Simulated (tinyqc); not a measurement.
# From jump at the wall / Delta T for Lambda_1 back to free path Lambda_1

Model: heat flow across a film from the phonon Boltzmann equation in the relaxation-time approximation. Computed by tinyqc, a small Python program. Command: `OMP_NUM_THREADS=1 python tinyqc.py 3023194 3023195 out.jsonl slabbte inv`. One thread of a shared host (Intel(R) Xeon(R) Processor @ 2.30GHz), about 0.06 s of CPU time with the checks.

Two black walls, hot at x = 0 and cold at x = L, emit phonons isotropically. For one free path Lambda, with tau = x/Lambda, tau_L = L/Lambda and phi = (T - T_cold)/Delta T, energy balance gives phi(tau) = (1/2) [E2(tau) + int_0^tau_L phi(s) E1(|tau - s|) ds]; E_n are the exponential integrals. The flux over the ballistic flux C v Delta T/4 is psi = 1 - 2 int_0^tau_L phi(s) E2(s) ds, and kappa_eff/kappa = (3/4) tau_L psi. kappa = C v Lambda/3 is an input, so at fixed kappa a longer free path means a smaller C v.

Inputs (values chosen for the exercise, modelled on gallium arsenide): film thickness L = 32 nm; cells n in the small system = 6.

Free-path groups: three.

Method. Cut the film into n equal cells with constant phi, collocated at the centres c_i: the kernel integrates to A_ij = |E2(|c_i - e_j|) - E2(|c_i - e_(j+1)|)|/2 for cell edges e_j, and A_ii = 1 - E2(half a cell); solve (1 - A) phi = E2(c)/2; psi = 1 - 2 sum_j phi_j [E3(e_j) - E3(e_(j+1))]. Use 150 and 300 cells and extrapolate psi = (4 psi(300) - psi(150))/3. The jump at the hot wall is 1 - phi there (linear extrapolation from the first two of 300 cells). Two-flux (diffusion with slip) formula: psi = 1/(1 + 3 tau_L/4).

Task: A run gave the result below. Find the free path Lambda_1, known to lie between 27 and 68 nm.

jump at the wall / Delta T for Lambda_1 = 0.2677485

Result:

Each step takes the trial c = (a f_b - b f_a)/(f_b - f_a), f being the result less the target and a, b, c the logarithms of the listed values; c replaces end b, the old b replaces a if the sign of f changed, and otherwise f_a is halved.

Scan of the range:
```
free path Lambda_1 (nm)  jump at the wall / Delta T for Lambda_1
27.0                                                    0.224120
31.5                                                    0.240509
36.7                                                    0.256667
42.8                                                    0.272712
50.0                                                    0.288602
58.3                                                    0.303861
68.0                                                    0.318632
```

False position (Illinois rule, in the logarithm of the input) inside the bracket:
```
step    end a    end b    trial  jump at the wall / Delta T for Lambda_1
1     36.7000  42.8000  40.8118                                 0.267779
2     36.7000  40.8118  40.7884                                 0.267719
3     40.8118  40.7884  40.8000                                 0.267749
4     40.7884  40.8000  40.8000                                 0.267749
```

Jump at the wall / Delta T for Lambda_1 rises at every point of a 13-point scan of the range (every second point is shown), so one value fits; it is bracketed by 36.7 and 42.8. Answer: free path Lambda_1 = 40.80 nm.
